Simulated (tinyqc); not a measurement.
Incorporation against temperature: precursor delivery by bubblers, mass-transport growth and the solid composition of a III-V alloy. Computed by tinyqc, a small Python program. Command: `OMP_NUM_THREADS=1 python tinyqc.py 3011023 3011024 out.jsonl movpe_thermo walk`. One thread of a shared host (Intel(R) Xeon(R) Processor @ 2.30GHz), about 0.01 s of CPU time with the checks.

1 sccm = 44.615 micromol/min; 1 torr = 133.322 Pa. The sources decompose fully at the surface.

Inputs (values chosen for the exercise, modelled on triethylgallium (source 1) and trimethylindium (source 2) for the vapour pressures):
```
quantity                                                                                                  value        unit
bath temperature T1                                                                                         282           K
bath temperature T2                                                                                         291           K
bubbler pressure p_b                                                                                        400        torr
carrier flow F1                                                                                             100        sccm
carrier flow F2                                                                                             190        sccm
total flow F_t                                                                                               10         slm
group-V flow F_V                                                                                            230        sccm
reactor pressure p                                                                                           40        torr
growth temperature T                                                                                        940           K
diffusivity at 273 K and 760 torr                                                                          0.46      cm^2/s
flow cross-section A                                                                                         80        cm^2
distance from the leading edge z                                                                            3.5          cm
lattice constant a                                                                                         5.96    angstrom
interaction L0 of the solid                                                                                5.57      kJ/mol
log10 of p_B,eq over pure BC at 1000 K and 1 torr of group V (exaggerated: liquid indium has about -4.1)   -2.5  log10 torr
enthalpy of that equilibrium H                                                                              361      kJ/mol
```

Alloy: mixing on the group-III sites, with desorption of B.

constants a, b of source 1 (log10 torr, K): 8.07  2162

constants a, b of source 2 (log10 torr, K): 10.56  3014

Constants: k_B = 1.380649e-23 J/K; R = 8.314462618 J/(mol K).

Method:
- log10 p_v = a - b/T_bath; molar flow = F x 44.615 x p_v/(p_b - p_v) for a saturated bubbler.
- p_i = p n_i/(44615 F_t), F_t in slm; p_V = p F_V/(1000 F_t), counted per molecule supplied; V/III = 44.615 F_V/(n1 + n2); vapour fraction of source 2 = n2/(n1 + n2).
- Mean velocity u = (F_t/A)(760/p)(T/273); D = D0 (T/273)^1.75 (760/p); boundary layer delta = sqrt(pi D z/u); flux = D dp/(delta k_B T); growth rate = flux x a^3/4.
- A sticks fully. B desorbs: its surface pressure is p_B* = x gamma_B K/sqrt(p_V), ln gamma_B = L0 (1 - x)^2/(R T), K = 10^(log10 K at 1000 K) exp[-(H/R)(1/T - 1/1000)], p_V in torr. With equal diffusivities x = (p_2 - p_B*)/(p_1 + p_2 - p_B*). Growth rate = rate per torr x p_1/(1 - x).

p_2 = 0.00304158 torr

K/sqrt(p_V) = 2.06305e-04 torr

p_V = 0.92 torr

vapour fraction of source 2 = 0.544214

p_1 = 0.00254736 torr

At fixed flows:
```
T (K)  K/sqrt(p_V) (torr)        x  share of B incorporated, 1 - p_B*/p_2
881            9.3564e-06  0.54373                                0.99804
916            6.1507e-05  0.54103                                0.98724
948            3.0464e-04  0.52832                                0.93807
971            9.0145e-04  0.49618                                0.82480
998            3.0222e-03  0.37933                                0.51186
1024           9.1212e-03  0.17563                                0.17843
1054           3.0492e-02  0.05378                                0.04760
1097           1.5326e-01  0.01082                                0.00916
```

What does the comparison show, and why?

x equals the vapour fraction 0.544 while gamma_B K/sqrt(p_V) is small against p_1 + p_2 = 0.0056 torr and falls once it is not. Between the last rows the apparent energy R d ln x/d(1/T) is 359 kJ/mol, against H = 361. Caution: the boundary layer is a quarter or more of the root of the cross-section, so it fills much of the channel and depletion along the flow matters.

Extremes, crossings and ranges named in words are read from the listed rows.
